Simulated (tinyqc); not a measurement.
Gas flow in a process chamber: flow regimes, conductance, effective pumping speed, pump-down, outgassing and purge: one step, computed by the program tinyqc. Command: `OMP_NUM_THREADS=1 python tinyqc.py 3120174 3120175 out.jsonl pump walk`. One thread of a shared host (Intel(R) Xeon(R) Processor @ 2.30GHz), about 0.1 s of CPU time with the checks.

Ideal gas, isothermal flow, a pump of constant speed at the end of a round pipe; process gas, volume gas and outgassing are given the same properties. 1 sccm = 101325 Pa x 1e-6 m^3/60 s x T/273.15 K.

Task: Molecular flow. Mean speed c = sqrt(8 k_B T/(pi m)); aperture conductance C_a = c pi d^2/16; molecular pipe C_m = C_a/(1 + 3 l/(4 d)) (Dushman form); viscous pipe C_v = pi d^4 p_mean/(128 eta l); Knudsen interpolation C = C_v + C_m (1 + x)/(1 + 1.24 x), x = d p_mean sqrt(m/(k_B T))/eta. Effective speed 1/S_eff = 1/S + 1/C_m; time constant V/S_eff; pressure at which the free path k_B T/(sqrt2 pi d_m^2 p) equals d.

Inputs (values chosen for the exercise, modelled on oxygen near room temperature):
```
quantity            value   unit
molar mass M           32  g/mol
molecular diameter   0.36     nm
temperature T         350      K
chamber volume V       15      L
pipe diameter d        10     cm
pipe length l         120     cm
pump speed S          120    L/s
```

Constants: k_B = 1.380649e-23 J/K; u = 1.6605390666e-27 kg.

Give: mean speed c; C_a; C_m; S_eff in molecular flow; time constant; pressure where the free path equals d.

Result:

mean speed c = 481.2 m/s

C_a = 944.9 L/s

C_m = 94.49 L/s

S_eff in molecular flow = 52.86 L/s

time constant = 0.2838 s

pressure where the free path equals d = 0.08392 Pa

The pipe passes on 44 % of the pump speed.
